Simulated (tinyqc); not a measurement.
A stack of flat layers between unequal leads with mass mismatch, transfer matrices: one step of the calculation.

One electron of energy E comes from the left lead (band edge 0); no transverse momentum. Parabolic bands, masses in units of m0, C = hbar^2/(2 m0); psi and psi'/m are continuous at every interface. The layers follow each other from left to right, then the right lead.

Task. Transmission and reflection. The matrix M carries (psi, psi'/m) across the stack, and v = k/m in each lead. psi = 1 + r at the left edge (incident amplitude 1) and t at the right edge. With det M = 1, a = i vR M11 - M21 and b = -vL vR M12 - i vL M22: t = 2 i vL/(a - b), r = -(a + b)/(a - b), T(E) = (vR/vL) |t|^2, R(E) = |r|^2.

M:
```
              1            2
1  -0.045186729  -0.34257368
2     2.9445564   0.19314296
```

vL = 8.0190251 1/nm
vR = 8.1810420 1/nm

Wanted: t; r; T(E); R(E).

Result.

t = 0.02921-0.62960i
r = 0.77016-0.03975i
T(E) = 0.40527
R(E) = 0.59473

T(E) + R(E) = 1: the current is conserved.

Range of the model: Masses are held fixed, although real bands cease to be parabolic a few tenths of an eV from their edges (inside a barrier too).

tinyqc, about 0.01 s, one thread, Intel Xeon 2.30GHz (shared host): `OMP_NUM_THREADS=1 python tinyqc.py 2560102 2560103 out.jsonl`
